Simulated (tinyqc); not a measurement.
Inside a calculation. Model: CMOS inverter, nodal equation and switching.

Computed by the program tinyqc: `OMP_NUM_THREADS=1 python tinyqc.py 2340131 2340132 out.jsonl`, one thread of a shared Intel Xeon 2.30GHz, about 0.05 s for the whole run. Printed values are rounded.

An n-channel pull-down (bn, VTn) and a p-channel pull-up (bp, VTp) share the input Vin and the output node Vout, which carries the load C. Transistor (EKV form, voltages against the body): I = 2 n b Vt^2 [F(vp - Vs) - F(vp - Vd)] from drain to source, F(v) = ln^2(1 + exp(v/(2 Vt))), vp = (Vg - VT + sg |Vd - Vs|)/n. n-channel bodies are at 0; for the p-channel device all voltages are counted down from Vdd. b in uA/V^2 gives I in uA. Static: In = Ip. Transient: C dVout/dt = Ip - In. No velocity saturation, no gate capacitance beyond C.

Values chosen for this exercise:
- T = 300 K (temperature)
- Vdd = 0.8 V (supply voltage)
- n = 1.27 (slope factor)
- sg = 0.045 (drain-induced barrier lowering)
- VTn = 0.41 V (n-channel threshold)
- VTp = 0.27 V (p-channel threshold (magnitude))
- bn = 270 uA/V^2 (gain factor of the pull-down transistor)
- bp = 220 uA/V^2 (gain factor of the pull-up transistor)
- C = 2.7 fF (load capacitance)
- Vin = 0.44 V (input voltage)
- dt = 10 ps (time step)

Constants: q = 1.602176634e-19 C, kB = 1.380649e-23 J/K, Vt = kB T/q. Results are converted to the units shown.

## Iteration 1: output voltage by Newton steps

Vout at the start = 0.4 V

f = In - Ip at (Vin, Vout); G = df/dVout by a central difference with +/- 1e-6 V; Vout(new) = Vout - f/G, the step limited to +/- 0.1 V.

In = 0.579054 uA
Ip = 1.23876 uA
G = 1.25811 uS
Vout after iteration 1 = 0.5 V

## Iteration 2: output voltage by Newton steps

As before.

In = 0.628247 uA
Ip = 1.16220 uA
G = 1.25859 uS
Vout after iteration 2 = 0.6 V

## Course of the iteration: output voltage by Newton steps

Stop when Vout changes by less than 1e-9 V, or after 30 iterations.

Course of the iteration:
```
iteration,Vout (V),|change| (V)
1,0.5,0.100
2,0.6,0.100
3,0.7,0.100
4,0.752665,0.0527
5,0.738927,0.0137
6,0.737057,1.87e-3
7,0.737026,3.14e-5
8,0.737026,8.70e-9
9,0.737026,< 1e-14
```

Converged in 9 iterations. At the end the number of correct digits about doubles with each step.

## Transfer curve

```
point,Vin (V)
0,0
1,0.08
2,0.16
3,0.24
4,0.32
5,0.4
6,0.48
7,0.56
8,0.64
9,0.72
10,0.8
```

For each Vin solve In = Ip; gain = dVout/dVin.

```
point,Vout (V),supply current (uA),gain
0,0.800000,5.1588e-6,0.0000
1,0.799999,5.8521e-5,0.0000
2,0.799992,6.5165e-4,-0.0003
3,0.799892,0.0068393,-0.0035
4,0.798644,0.060707,-0.0417
5,0.784908,0.37491,-0.4627
6,0.094788,0.83787,-7.4057
7,0.005433,0.20337,-0.1599
8,0.000484,0.029403,-0.0151
9,0.000038,0.0031268,-0.0012
10,0.000003,2.9160e-4,-0.0001
```

The switching point Vin = Vout lies at 0.4609 V, with a gain of -22.2. The current peaks at 0.838 uA among the points, against 5.2e-6 and 2.9e-4 uA of leakage at the ends.

## Switching point and noise margins

VM solves In = Ip with Vin = Vout. VIL and VIH are the inputs at which the gain is -1; NML = VIL - Vout(VIH), NMH = Vout(VIL) - VIH.

VM = 0.46088 V
gain at VM = -22.216
VIL = 0.42067 V
VIH = 0.50560 V
NML = 0.39183 V
NMH = 0.26514 V

VM lies 61 mV above Vdd/2, and the low margin is the larger one. With both transistors saturated the size of the gain tends to 1/sg = 22.2; here it is 0.030 % below that.

## Step 1: one time step of the falling output

Vout at t = 0 = 0.8 V

The input steps to Vdd at t = 0; I = In - Ip. Trapezoidal rule: V(new) = V - (dt/C)[I(V) + I(V(new))]/2, solved for V(new); 1 ps uA/fF = 1 mV.

I(V) = 19.2998 uA
I(V(new)) = 19.0120 uA
Vout after step 1 = 0.729052 V

## Step 2: one time step of the falling output

As before.

I(V) = 19.0120 uA
I(V(new)) = 18.7307 uA
Vout after step 2 = 0.659158 V

## Delays and energy

For a step input the delay to Vdd/2 is tHL = C times the integral of dV/(In - Ip) from Vdd/2 to Vdd at Vin = Vdd, and tLH likewise with Ip - In from 0 to Vdd/2 at Vin = 0. Energy drawn for one full cycle of the output: C Vdd^2. Leakage power: Vdd times the mean of the supply currents at Vin = 0 and Vdd.

tHL = 58.4277 ps
tLH = 40.2595 ps
energy = 1.728 fJ
leakage power = 0.118702 nW

Time steps as above cross Vdd/2 at 58.4 ps by linear interpolation, 0.019 % above tHL. tLH/tHL = 0.689, with bn/bp = 1.23.
